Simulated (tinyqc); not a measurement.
Scattering mobility, thermal velocity and mass from two apparent mobilities.

Problem. 1/mu_app = 1/mu_0 + 1/mu_B with the ballistic mobility mu_B = vT L/(2 Vt) and vT = sqrt(2 kB T/(pi m)) (non-degenerate carriers); the mean free path is 2 Vt mu_0/vT. Find mu_0, vT, m and the mean free path.

Inputs (values chosen for the exercise):

| symbol | value | unit | meaning |
|---|---|---|---|
| T | 300 | K | temperature |

Constants: q = 1.602176634e-19 C, kB = 1.380649e-23 J/K, m0 = 9.1093837015e-31 kg, Vt = kB T/q. Results are converted to the units shown.

apparent mobility at L = 25 and 200 nm (cm^2/(V s)): 338.26029  803.51108

Answer. 1/mu_app is linear in 1/L: the slope is 2 Vt/vT and the intercept 1/mu_0.

mu_0 = 1000 cm^2/(V s)
vT = 1.057e7 cm/s
m = 0.2590 m0
mean free path = 48.91 nm

Numbers from tinyqc (`OMP_NUM_THREADS=1 python tinyqc.py 2380127 2380128 out.jsonl`; about 0.01 s on one thread of a shared Intel Xeon 2.30GHz).
